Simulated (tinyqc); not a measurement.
The width of the window: equation-of-state fits to an energy-volume table made by a known binding curve. Computed by tinyqc, a small Python program. Command: `OMP_NUM_THREADS=1 python tinyqc.py 3000704 3000705 out.jsonl eosfit walk`. One thread of a shared host (Intel(R) Xeon(R) Processor @ 2.30GHz), about 0.02 s of CPU time with the checks.

With x = (V/V_0)^(1/3), the energy per atom is E = D [m x^-n - n x^-m]/(n - m), so that B0 = D n m/(9 V_0) and B' = (n + m + 6)/3. B' = dB/dP at P = 0.

Inputs (values chosen for the exercise, for a model crystal): cohesive energy D = 5.76 eV/atom; true volume V_0 = 37.5 angstrom^3/atom; repulsive exponent n = 9; attractive exponent m = 4; shift of the window centre s = -0.0026; points N = 5; compression V/V_0 for the pressure test = 0.7; noise amplitude = 0.23 meV.

Binding curve: Mie. Noise: added.

Constants: 1 eV/angstrom^3 = 160.2176634 GPa.

Method:
- B0 and B' from the formulas above; P = -dE/dV at V = c V_0 (c the compression chosen), from the curve itself.
- Table: V_j = V_0 [1 + s + w (2 j/(N - 1) - 1)], j = 0..N-1, rounded to 0.001; E_j from the curve plus the noise amplitude times the listed numbers xi_j (xi_0 first), rounded to 1e-7 eV.
- Murnaghan: E = E0 + (B0 V/B') [(V0/V)^B'/(B' - 1) + 1] - B0 V0/(B' - 1), P = (B0/B') [(V0/V)^B' - 1].
- Birch-Murnaghan: E = E0 + (9 V0 B0/16) [y^3 B' + y^2 (2 - 4 y)], y = (V0/V)^(2/3) - 1; P = (3 B0/2) (x^7 - x^5) [1 + (3/4)(B' - 4)(x^2 - 1)], x = (V0/V)^(1/3).
- Vinet: E = E0 + (9 B0 V0/h^2) {1 + [h (1 - x) - 1] exp(h (1 - x))}, P = 3 B0 (1 - x) x^-2 exp(h (1 - x)), x = (V/V0)^(1/3), h = (3/2)(B' - 1).
- All are least-squares fits to the energies; for polynomials in V, B0 = V E'' and B' = -1 - V E'''/E'' at the minimum.
- The table is made anew for each w.

numbers xi_j, drawn evenly from -1 to 1: [0.3246, -0.7866, 0.4117, 0.3614, -0.6653]

exact B0 = 98.4377 GPa

exact B' = 6.33333

Errors (%):
```
w     B0, parabola  B0, cubic  B0, Murnaghan  B0, Birch-Murnaghan  B0, Vinet  B', Birch-Murnaghan
0.03         1.792     -0.916         -2.275               -1.740     -1.975               79.419
0.05         3.180      0.945         -0.900               -0.470     -0.519               17.273
0.08         5.682      3.156         -0.807               -0.042     -0.020                4.450
0.12        10.702      7.394         -1.320                0.240      0.345                1.633
0.16        17.990     13.633         -2.142                0.530      0.737                1.104
0.22        34.028     27.737         -3.762                1.099      1.497                1.190
```

What follows from these numbers?

The Birch-Murnaghan error of B0 is smallest among these at w = 0.08 (0.042 % in size); it is 1.740 % at the narrowest and 1.099 % at the widest. A narrow window magnifies the noise, since the energy range shrinks as w^2, and a wide one exposes the form. At the widest window the errors of B0 are +34.0 % for the parabola and +27.7 % for the cubic in V.

Extremes, crossings and ranges named in words are read from the listed rows.
